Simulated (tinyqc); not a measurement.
Capillary instabilities by surface diffusion: grooving and agglomeration of films, edge retraction, wire break-up and smoothing of roughness: one step, computed by the program tinyqc.

Isotropic surface energy; shapes change by surface diffusion alone.

Task: Retraction of a straight edge. A rim shaped as a circular segment with contact angle theta holds the area h x; its radius r obeys r^2 (theta - sin theta cos theta) = h x. To advance, the edge must carry a strip of the rim height H = r (1 - cos theta) over the rim, driven by the curvature 1/r over the distance r theta (the scaling argument of Brandon and Bradshaw): H dx/dt = B/(theta r^2) gives x^(5/2) = (5/2) B t c^(3/2)/(theta (1 - cos theta) h^(3/2)), c = theta - sin theta cos theta.

Inputs (values chosen for the exercise, for a model film):
```
quantity,value,unit
contact angle on the substrate theta,75,degrees
temperature T,1072,K
time t,26,s
film thickness h,14,nm
```

B = 113837.2 nm^4/s

Give: retraction x; rim height H; present speed.

Result:

retraction x = 120.3 nm

rim height H = 29.56 nm

present speed = 1.850 nm/s

The rim is 2.1 times the film thickness. x goes as t^(2/5) h^(-3/5): thin films retract faster.
